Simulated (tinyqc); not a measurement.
Worked calculation: surface photovoltage measurement of the minority-carrier diffusion length in a wafer. Computed by tinyqc, a small Python program that keeps every step. Command: `OMP_NUM_THREADS=1 python tinyqc.py 3130175 3130176 out.jsonl spv walk`. One thread of a shared host (Intel(R) Xeon(R) Processor @ 2.30GHz), about 0.01 s of CPU time with the checks. Intermediate numbers are printed to about 7 digits and carried at full precision; extremes and crossings named in words are read from the listed rows.

Low injection, steady light, a depletion layer much thinner than 1/alpha and L. The excess density dn is taken at the front edge of the neutral region; light that reaches the back is lost.

Inputs (values chosen for the exercise, modelled on p-type silicon at room temperature):
```
quantity                                              value               unit
diffusion length L                                       39         micrometre
wafer thickness W                                       775         micrometre
diffusivity D                                            25             cm^2/s
front recombination velocity S_f                       4900               cm/s
back recombination velocity S_b                         860               cm/s
photon flux entering                                6.3e+12         1/(cm^2 s)
minority density at the surface barrier scale n_0   3.5e+09             1/cm^3
temperature T                                           298                  K
wavelength                                              973                 nm
relative noise of each reading                          0.2                  %
diffusion length after pair splitting over L           0.64                  -
iron factor C                                      1.04e+16  micrometre^2/cm^3
```

Constants: k_B = 8.617333262e-05 eV/K.

## One wavelength

alpha = (84.732/lambda - 76.417)^2 per cm with lambda in micrometre (an empirical fit for silicon between 0.7 and 1.05 micrometre). Thick wafer: dn = Phi L/((S_f + D/L)(L + 1/alpha)). Finite wafer, with s = S_b L/D, w = W/L, a = alpha L: dn = [Phi a/(a^2 - 1)] [a - B - exp(-alpha W)(a - s)/(cosh w + s sinh w)]/(S_f + B D/L), B = (sinh w + s cosh w)/(cosh w + s sinh w). Photovoltage V = (k_B T/e) ln(1 + dn/n_0). Lifetime = L^2/D.

alpha = 113.7688 1/cm

penetration depth 1/alpha = 87.89753 micrometre

dn, thick wafer = 1.711905e+08 1/cm^3

B = 1

dn, finite wafer = 1.711905e+08 1/cm^3

photovoltage V = 1.226281 mV

lifetime = 0.6084 microsecond

## The linear plot

normal deviates g for the noise: 1.01  2.20  0.67  0.11  0.54  0.72  -0.96

Readings y = (Phi/dn) (1 + noise x g) at 780, 830, 880, 920, 950, 975 and 995 nm; a least-squares line y = c (1/alpha + L_app) gives L_app = intercept/slope.

Readings:
```
lambda (nm)  1/alpha (micrometre)  y (cm/s)  line (cm/s)
780                        9.6364  14133.38     14157.86
830                       15.1760  15780.52     15759.80
880                       25.3298  18681.07     18696.13
920                       40.6576  23106.31     23128.68
950                       61.2783  29112.78     29091.87
975                       90.9173  37731.12     37662.99
995                      130.8877  49173.95     49221.80
```

slope = 289.1842 cm/(s micrometre)

apparent length L_app = 39.32147 micrometre

error of L_app (rounded to 0.001) = 0.824 %

At W/L = 19.9 the finite thickness shifts L_app by less than 0.05 %. S_f scales all readings alike and leaves L_app unchanged.

## Where the wafer is too thin

No noise; L is varied at fixed W, and the last two columns set S_b to 0 and to 1e7 cm/s.

Apparent length (micrometre):
```
L            W/L  given S_b       S_b = 0  S_b = 1e7
38.8    19.97423    38.8000  3.880000e+01    38.8000
77.5    10.00000    77.5000  7.750005e+01    77.4999
155.0    5.00000   155.0260  1.551002e+02   154.8869
232.0    3.34052   232.1660  2.339711e+02   229.9227
388.0    1.99742   383.3395  4.174539e+02   359.5504
620.0    1.25000   563.6686  7.944758e+02   479.0489
1010.0   0.76733   734.0880  1.755906e+03   564.6167
1630.0   0.47546   838.4692  4.063697e+03   607.4108
3100.0   0.25000   898.6389  1.196463e+04   629.4408
```

With a fast back surface L_app levels off, at 629 micrometre in the last row; with a passive one it reaches up to 3.86 times L among these rows and is 12000 in the last. All three columns are within 5 % of L down to W/L = 3.3.

## Iron from two lengths

Splitting iron-boron pairs in boron-doped silicon shortens L; with nothing else changing, [Fe] = C (1/L_after^2 - 1/L^2). It is evaluated with the true lengths and with the apparent ones (without noise), which differ when the wafer is not thick against L.

L_after = 24.96 micrometre

[Fe] from the true lengths = 9.855769e+12 1/cm^3

[Fe] from the apparent lengths = 9.855769e+12 1/cm^3

bias, apparent over true less 1 (rounded to 0.001) = 0 %

Checks made by the program: dn against a finite-difference solution (relative difference 3e-06).
